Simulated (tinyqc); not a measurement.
Virtual crystal, CPA and unmixed bands: coherent potential approximation for a binary alloy with a semi-elliptic band.

Site levels eA = -x d (share 1 - x) and eB = (1 - x) d (share x), so that their mean, the virtual crystal, is 0. Pure band: G0(z) = 2 (z - sqrt(z - W) sqrt(z + W))/W^2 with principal roots, density -Im G/pi per site. The medium has a self-energy S(z), G = G0(z - S), z = E + i eta. t_i = (e_i - S)/(1 - (e_i - S) G); the CPA demands <t> = (1 - x) tA + x tB = 0. Iteration: start at S = 0, set S(new) = S + <t>/(1 + <t> G), stop when |<t>| < 1e-9 eV.

Inputs chosen for the exercise:

| symbol | value | unit | meaning |
|---|---|---|---|
| W | 3 | eV | half width of the pure band |
| x | 0.48 |  | fraction of B |
| d | 1.48 | eV | eB - eA |
| eta | 0.06 | eV | broadening |
| E1 | -3.7 | eV | first energy |
| dE | 0.53 | eV | step |

Fifteen energies E1 + j dE. Virtual crystal: G0(z). Unmixed: (1 - x) G0(z - eA) + x G0(z - eB), the limit of large separate grains.

Densities (1/eV) and self-energy (eV):

| E (eV) | virtual crystal | CPA | unmixed | Re S | Im S |
|---|---|---|---|---|---|
| -3.70 | 0.0030 | 0.0043 | 0.0156 | -0.1872 | -0.0058 |
| -3.17 | 0.0087 | 0.0521 | 0.0622 | -0.2643 | -0.0573 |
| -2.64 | 0.0969 | 0.1169 | 0.0846 | -0.2583 | -0.1399 |
| -2.11 | 0.1467 | 0.1492 | 0.1228 | -0.2412 | -0.2010 |
| -1.58 | 0.1762 | 0.1681 | 0.1648 | -0.2153 | -0.2590 |
| -1.05 | 0.1946 | 0.1782 | 0.1864 | -0.1753 | -0.3175 |
| -0.52 | 0.2048 | 0.1819 | 0.1979 | -0.1120 | -0.3726 |
| 0.01 | 0.2080 | 0.1818 | 0.2015 | -0.0185 | -0.4056 |
| 0.54 | 0.2045 | 0.1803 | 0.1977 | 0.0843 | -0.3916 |
| 1.07 | 0.1941 | 0.1760 | 0.1860 | 0.1626 | -0.3419 |
| 1.60 | 0.1753 | 0.1660 | 0.1641 | 0.2135 | -0.2814 |
| 2.13 | 0.1453 | 0.1474 | 0.1227 | 0.2464 | -0.2189 |
| 2.66 | 0.0943 | 0.1154 | 0.0797 | 0.2680 | -0.1522 |
| 3.19 | 0.0081 | 0.0507 | 0.0595 | 0.2764 | -0.0614 |
| 3.72 | 0.0029 | 0.0042 | 0.0197 | 0.1933 | -0.0061 |

What can be read from this table?

d/W = 0.49. CPA and virtual crystal differ by at most 0.043 1/eV, at -3.17 eV, against a peak of 0.212 for the pure band. |Im S| is largest at 0.01 eV (Im S = -0.406 eV); where the density is near zero this is no damping of states. On these rows the CPA density keeps one maximum: the bands are amalgamated.

Run: tinyqc, `OMP_NUM_THREADS=1 python tinyqc.py 1450488 1450489 out.jsonl`; Intel(R) Xeon(R) Processor @ 2.30GHz, one thread, shared host; about 0.01 s of CPU time with all checks.
